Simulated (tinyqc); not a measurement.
Gate-all-around wire with two subbands, quantum capacitance: effect of the temperature.

phi is the Fermi level above the lowest subband edge, in volts; Vg is counted from the gate voltage at which an empty wire would have phi = 0. Both directions of motion are filled (equilibrium).

N1 = gv sqrt(2 md m0 kB T/(pi hbar^2)); n1 = N1 F(phi/Vt), n2 = g2 N1 F((phi - E2)/Vt), n = n1 + n2, F(e) = (1/sqrt(pi)) int_0^infinity u^(-1/2) du/(1 + exp(u - e)); Cq = q dn/dphi = (q N1/Vt) [F'(phi/Vt) + g2 F'((phi - E2)/Vt)]. Cox = 2 pi eps0 eox/ln(1 + tox/rw) per length; Vg = phi + q n/Cox. 1/C_G = 1/Cox + 1/(Cq); dphi/dVg = Cox/(Cox + Cq).

Inputs (values chosen for the exercise): relative permittivity of the gate insulator (close to silicon dioxide) eox = 3.9; insulator thickness tox = 3.1 nm; mass along the wire md = 0.042 m0; valley degeneracy gv = 4; second subband above the first E2 = 0.23 eV; orbital degeneracy of the second subband g2 = 2; radius of the wire rw = 1.9 nm; gate voltage Vg = 0.56 V.

Constants: q = 1.602176634e-19 C, kB = 1.380649e-23 J/K, hbar = 1.054571817e-34 J s, m0 = 9.1093837015e-31 kg, Vt = kB T/q, eps0 = 8.8541878128e-14 F/cm where lengths are in cm. Results are converted to the units shown.

The same in every row: Cox (pF/cm) = 2.2424.

Results:
```
T (K),phi (V),n (cm^-1),Cq (pF/cm),C_G (pF/cm),dphi/dVg,share of the second band (%)
50,0.066868,6.9017e6,8.3272,1.7666,0.21215,1.6253e-15
77,0.067131,6.8980e6,8.3800,1.7690,0.21110,1.2242e-9
120,0.067844,6.8881e6,8.5340,1.7758,0.20808,1.0830e-5
200,0.069989,6.8580e6,8.8178,1.7877,0.20274,0.0084245
400,0.073975,6.8023e6,8.8220,1.7879,0.20266,1.3887
500,0.073024,6.8156e6,8.8378,1.7886,0.20238,3.7081
```

Estimate the missing row, T = 300 K.

Computed row:
```
T (K),phi (V),n (cm^-1),Cq (pF/cm),C_G (pF/cm),dphi/dVg,share of the second band (%)
300,0.072739,6.8196e6,8.8551,1.7893,0.20206,0.25445
```

With this row back in the table: As T goes from 50 to 500, Cq moves up and down between 8.33 and 8.86 pF/cm, C_G/Cox moves up and down between 0.788 and 0.798 and n goes from 6.90e6 through a minimum of 6.80e6 (at T = 400 among the rows listed) to 6.82e6 cm^-1. Cq exceeds Cox in every row, so the insulator is the tighter limit, though Cq still cuts C_G by up to 21 %.

Computed by the program tinyqc: `OMP_NUM_THREADS=1 python tinyqc.py 2200119 2200120 out.jsonl`, one thread of a shared Intel Xeon 2.30GHz, about 0.01 s for the whole run.
